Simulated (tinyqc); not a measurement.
# Correction of a charged-defect supercell by a model charge and potential alignment (plane-averaged potentials), step by step

A worked calculation. Computed by tinyqc, a small Python program that keeps every step. Command: `OMP_NUM_THREADS=1 python tinyqc.py 3113191 3113192 out.jsonl align walk`. One thread of a shared host (Intel(R) Xeon(R) Processor @ 2.30GHz), about 0.01 s of CPU time with the checks. Intermediate numbers are printed to about 5 digits and carried at full precision; extremes and crossings named in words are read from the listed rows.

The "true" defect charge is (1 - x) q in a Gaussian of width sigma plus x q in one of width sigma_t, so the exact answer is known; the correction sees only a single model Gaussian of width sigma_m. A Gaussian of width s has the transform rho(G) = exp(-G^2 s^2/2), normalised to 1. A uniform background cancels q, so G = 0 is left out. Potentials are those felt by a unit positive charge. E_0 is the formation energy of the isolated defect, E_cell its value in the supercell, E_lat = E_iso - E_per of the model charge, C the true less the model potential far from the defect; the exact correction is E_0 - E_cell, and the error of a scheme is E_cell plus its correction less E_0.

Inputs (values chosen for the exercise, with screening close to that of GaAs):
```
quantity                                     value      unit
defect charge q                                  2         e
dielectric constant eps                       12.7         -
edge of the cubic cell L                      13.7  angstrom
width sigma of the true defect charge            1  angstrom
width sigma_m of the model charge             0.89  angstrom
share x of the charge in a wide tail             0         -
width sigma_t of the tail                      1.8  angstrom
formation energy of the isolated defect E_0   5.55        eV
```

Constants: e^2/(4 pi eps_0) = 14.39964548 eV angstrom.

## The supercell energy and its true error

Periodic energy E_per = (2 pi q^2/(eps L^3)) (e^2/(4 pi eps_0)) sum_(G != 0) rho(G)^2/G^2, G = (2 pi/L)(n1, n2, n3), |n_i| <= 16. Isolated energy: two Gaussians of charges q_a, q_b and widths a, b interact by q_a q_b (e^2/(4 pi eps_0 eps)) sqrt(2/pi)/sqrt(a^2 + b^2), and the self-energy is half the sum over pairs. Supercell value E_cell = E_0 + E_per - E_iso for the true charge.

E_iso, true charge = 1.2794 eV

E_per, true charge = 0.82084 eV

E_cell = 5.0914 eV

exact correction = 0.45855 eV

## Lattice energy of the model charge

E_lat = E_iso - E_per for the model charge; point-charge value alpha q^2 e^2/(4 pi eps_0 eps 2 L) with alpha = 2.837297.

E_iso, model = 1.4375 eV

E_per, model = 0.97666 eV

E_lat = 0.46086 eV

point-charge value = 0.46964 eV

## Plane-averaged potentials

Plane-averaged potential at distance z from the defect: V(z) = (4 pi q/(eps L^3)) (e^2/(4 pi eps_0 e)) sum_(m != 0) rho(G_m) cos(G_m z)/G_m^2, G_m = 2 pi m/L, |m| <= 40.

Potentials (V):
```
z/L   z (angstrom)      true     model  difference
0.00         0.000   0.11831   0.12382  -0.0055107
0.05         0.685   0.10723   0.11119  -0.0039676
0.10         1.370   0.07933   0.08050  -0.0011750
0.15         2.055   0.04516   0.04464   0.0005228
0.20         2.740   0.01233   0.01128   0.0010499
0.25         3.425  -0.01614  -0.01728   0.0011419
0.30         4.110  -0.03953  -0.04068   0.0011514
0.35         4.795  -0.05773  -0.05888   0.0011520
0.40         5.480  -0.07073  -0.07188   0.0011520
0.45         6.165  -0.07853  -0.07968   0.0011520
0.50         6.850  -0.08113  -0.08228   0.0011520
```

The difference moves by 0.00 mV between z/L = 0.4 and 0.5: a plateau.

## Alignment and corrected energy

C = difference at z = L/2; E_corr = E_cell + E_lat - q C. For charges that have died out at L/2, C = (2 pi q/(eps L^3)) (e^2/(4 pi eps_0 e)) (<s^2> - sigma_m^2), <s^2> = (1 - x) sigma^2 + x sigma_t^2.

alignment C = 0.0011520 V

C, closed form = 0.0011520 V

E_corr = 5.55 eV

error with alignment (rounded to 1e-4 meV) = 0 meV

error without alignment = 2.3040 meV

error with the point-charge term alone = 11.082 meV

error without correction = -458.55 meV

Errors are measured against E_0. Alignment cuts the error of the model charge from 2.3 to below 0.001 meV.

## Errors against cell size

Schemes: none; point-charge term alpha q^2 e^2/(4 pi eps_0 eps 2 L), alpha = 2.837297; E_lat of the model; E_lat - q C with C at z = L/2.

Error against E_0 (meV):
```
L (angstrom)     none  point charge  model charge  model and alignment
9.59          -638.60        32.310        6.7172           1.8812e-04
11.60         -536.40        18.256        3.7955           4.5504e-07
13.70         -458.55        11.082        2.3040           3.1383e-10
16.40         -385.86         6.460        1.3431          -3.8858e-13
```

Between the last two rows the uncorrected error scales as L^-0.96 and the point-charge remainder as L^-3.00. With alignment the error is 0.0 meV in the smallest cell and 0.00 meV in the largest.

Checks made by the program: E_lat against the point-charge value less 2 pi q^2 sigma_m^2 e^2/(4 pi eps_0 eps L^3) (relative difference 2e-07).
